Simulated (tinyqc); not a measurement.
Worked calculation: hydrogen passivation of interface dangling bonds: competing passivation and dissociation with distributed barriers. Computed by tinyqc, a small Python program that keeps every step. Command: `OMP_NUM_THREADS=1 python tinyqc.py 3030578 3030579 out.jsonl passiv walk`. One thread of a shared host (Intel(R) Xeon(R) Processor @ 2.30GHz), about 0.01 s of CPU time with the checks. Intermediate numbers are printed to about 5 digits and carried at full precision; extremes and crossings named in words are read from the listed rows.

P_b + H2 gives P_bH + H at the rate k_f [H2]; P_bH gives P_b + H at the rate k_d. All defects start unpassivated. E_f and E_d are Gaussian and independent.

Inputs (values chosen for the exercise, close to those used for P_b centres at the silicon-oxide interface):

| quantity | value | unit |
|---|---|---|
| defect density N0 | 2.1e+12 | 1/cm^2 |
| passivation prefactor k_f0 | 3.8e-08 | cm^3/s |
| mean passivation barrier E_f | 1.47 | eV |
| spread sigma_f | 0.044 | eV |
| dissociation prefactor k_d0 | 1.1e+13 | 1/s |
| mean dissociation barrier E_d | 2.69 | eV |
| spread sigma_d | 0.11 | eV |
| H2 in the oxide per atm, solubility factor | 2e+18 | 1/(cm^3 atm) |
| hydrogen pressure p | 0.03 | atm |
| anneal temperature T | 200 | C |
| anneal time t | 330 | s |
| oxide thickness | 2.3 | nm |

Constants: k_B = 8.617333262e-05 eV/K; e = 1.602176634e-19 C; eps_0 = 8.8541878128e-12 F/m.

## Single barriers

[H2] = solubility factor x p; a = k_f0 [H2] exp(-E_f/(k_B T)), d = k_d0 exp(-E_d/(k_B T)). For one pair of barriers the active share is y = [d + a exp(-(a + d) t)]/(a + d). Temperatures in kelvin are T(C) + 273.15.

passivation rate a = 5.0138e-07 1/s

dissociation rate d = 2.4476e-16 1/s

a t = 1.6545e-04

steady active share d/(a + d) = 4.8817e-10

active share, single barriers = 0.99983

The anneal is too short or cold to finish.

## Distributed barriers

Average y over both Gaussians with 40 x 40 Gauss-Hermite points. Active density N0 y; threshold shift if each active defect holds one charge, e N0 y t_ox/(3.9 eps_0).

active share y = 0.99970

active density = 2.0994e+12 1/cm^2

threshold shift = 224.03 mV

The spread changes the remainder by a factor 1.000: sigma_f/(k_B T) = 1.08 and sigma_d/(k_B T) = 2.70.

## Best anneal temperature for this time and pressure

Minimise the averaged y over T between 150 and 900 C: find where ln y is equal at T - 0.05 and T + 0.05 C; T is rounded to 0.1 C.

best temperature = 456.2 C

least active share = 1.1875e-04

Caution: a least active share below 1e-3 is a property of the model; measured passivation levels off well above it. Caution: atomic hydrogen, which both passivates and depassivates, and further passivation during cooling are left out.

## Isochronal anneals

The formulas are those given above.

Active share after the time t:

| T (C) | a (1/s) | d (1/s) | single barriers | distributed |
|---|---|---|---|---|
| 200 | 5.0138e-07 | 2.4476e-16 | 9.9983e-01 | 9.9970e-01 |
| 250 | 1.5727e-05 | 1.3403e-13 | 9.9482e-01 | 9.9173e-01 |
| 300 | 2.7042e-04 | 2.4428e-11 | 9.1463e-01 | 8.8355e-01 |
| 350 | 2.9457e-03 | 1.9310e-09 | 3.7830e-01 | 3.8451e-01 |
| 400 | 2.2504e-02 | 7.9753e-08 | 5.9896e-04 | 2.0478e-02 |
| 450 | 1.2978e-01 | 1.9690e-06 | 1.5171e-05 | 1.2998e-04 |
| 500 | 5.9668e-01 | 3.2109e-05 | 5.3810e-05 | 2.6005e-04 |
| 600 | 7.4674e+00 | 3.2723e-03 | 4.3801e-04 | 1.4896e-03 |
| 700 | 5.5597e+01 | 1.2893e-01 | 2.3136e-03 | 6.0504e-03 |
| 800 | 2.8474e+02 | 2.5615e+00 | 8.9155e-03 | 1.8821e-02 |

The distributed share is least at 450 C among these rows, 1.3e-4, and the search puts the optimum at 456.2 C. On the cold side defects with high E_f survive; on the hot side dissociation, with the larger barrier, gains on passivation with an energy E_d - E_f = 1.22 eV. In that row single barriers give 1.5e-5, so the spread raises the floor. Caution: shares below about 1e-3 in these rows are formal; measured passivation levels off well above them.

Checks made by the program: Gauss-Hermite average against a fine uniform grid (relative difference below 1e-10).
